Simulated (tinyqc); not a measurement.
Thermal, flicker and telegraph noise of a field-effect transistor. From threshold step of one trap back to width W. Computed by tinyqc, a small Python program. Command: `OMP_NUM_THREADS=1 python tinyqc.py 3030042 3030043 out.jsonl noise inv`. One thread of a shared host (Intel(R) Xeon(R) Processor @ 2.30GHz), about 0.02 s of CPU time with the checks.

Strong inversion, threshold roll-off and channel-length modulation left out; noise sources are uncorrelated and are given as one-sided spectral densities.

Inputs (values chosen for the exercise, modelled on a high-k silicon transistor): length L = 2000 nm; electrical oxide thickness t = 3.4 nm; mobility mu = 110 cm^2/(V s); saturation velocity v_s = 0.82 1e7 cm/s; overdrive V_ov = 0.33 V; oxide trap density N_t = 1e+16 1/(eV cm^3); oxide barrier phi = 1.9 eV; oxide mass m_ox = 0.26 m_0; Hooge parameter alpha_H = 0.00017; frequency f = 3000 Hz; temperature T = 400 K.

Operating region: saturation. Flicker model: Hooge.

Constants: eps_0 = 8.8541878128e-12 F/m; hbar = 1.054571817e-34 J s; m_0 = 9.1093837015e-31 kg; e = 1.602176634e-19 C; k_B = 8.617333262e-05 eV/K.

Method:
- C_ox = 3.9 eps_0/t; V_c = 2 v_s L/mu; I = W C_ox v_s V_ov^2/(V_ov + V_c); g_m = W C_ox v_s V_ov (V_ov + 2 V_c)/(V_ov + V_c)^2; g_d0 = mu C_ox (W/L) V_ov.
- Tunnelling length lambda = hbar/(2 sqrt(2 m_ox phi)); flat-band noise S_Vfb = e^2 k_B T lambda N_t/(W L C_ox^2 f). Hooge: S_I = I^2 alpha_H/(f N), N = W L C_ox V_ov/e (the source-end density).
- Active traps per decade of time constant: N_dec = N_t k_B T W L lambda ln(10); a single trap at the interface shifts the threshold by e/(W L C_ox) and the current by g_m times that; tunnelling depth for frequency f, z = lambda ln(1/(2 pi f tau_0)), tau_0 = 1e-10 s.

Problem. A run gave the result below. Find the width W, known to lie between 3.3 and 6.7 micrometre.

threshold step of one trap = 0.002119189 mV

Solution.

Each step takes the trial c = (a f_b - b f_a)/(f_b - f_a), f being the result less the target and a, b, c the logarithms of the listed values; c replaces end b, the old b replaces a if the sign of f changed, and otherwise f_a is halved.

Scan of the range:
```
width W (micrometre)  threshold step of one trap (mV)
3.30                                       0.00239019
3.71                                       0.00212604
4.18                                       0.00188699
4.70                                       0.00167822
5.29                                       0.00149104
5.95                                       0.00132565
6.70                                       0.00117726
```

False position (Illinois rule, in the logarithm of the input) inside the bracket:
```
step    end a    end b    trial  threshold step of one trap (mV)
1     3.71000  4.18000  3.72271                       0.00211878
2     3.71000  3.72271  3.72137                       0.00211955
3     3.72271  3.72137  3.72200                       0.00211919
4     3.72137  3.72200  3.72200                       0.00211919
```

Threshold step of one trap falls at every point of a 13-point scan of the range (every second point is shown), so one value fits; it is bracketed by 3.71 and 4.18. The scan shows a pure power law with exponent -1.000, so scaling from any one row also gives the answer directly. Answer: width W = 3.722 micrometre.
